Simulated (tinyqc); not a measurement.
# Dose and depth of a threshold implant

Inverse problem. A sheet of D acceptors per cm^2 lies at depth xi inside the depleted layer of a body doped Na. In the depletion approximation VT = Vfb + f2 + q D/Cox + gamma sqrt(f2 + Vsb - q D xi/(eps0 eps_r)), gamma = sqrt(2 eps0 eps_r q Na)/Cox, Cox = eps0 eox/tox. Find gamma, D and xi.

Values chosen for this exercise; band and dielectric values close to those of silicon:
```
symbol   value   unit                                                                 meaning
eps_r     11.5                                                          relative permittivity
Na      5.4e17  cm^-3                                       acceptor density deep in the body
eox       24.4         relative permittivity of the gate insulator (close to zirconium oxide)
tox         33     nm                                                     insulator thickness
Vfb      -0.78      V                                                       flat-band voltage
f2       0.907      V                                        band bending 2 phiF at threshold
```

Constants: q = 1.602176634e-19 C, eps0 = 8.8541878128e-14 F/cm where lengths are in cm. Results are converted to the units shown.

VT against the source at Vsb = 0 and 2.8 V (V): 0.90640632  1.5637153

Solution. With y^2 = f2 - q D xi/(eps0 eps_r) and d the difference of the thresholds over gamma, sqrt(y^2 + Vsb) - y = d gives y = (Vsb - d^2)/(2 d). The first threshold then gives D, and y^2 gives xi.

gamma = 0.641 V^0.5
D = 9.50e11 cm^-2
xi = 12.0 nm

Numbers from tinyqc (`OMP_NUM_THREADS=1 python tinyqc.py 2080164 2080165 out.jsonl`; about 0.6 s on one thread of a shared Intel Xeon 2.30GHz).
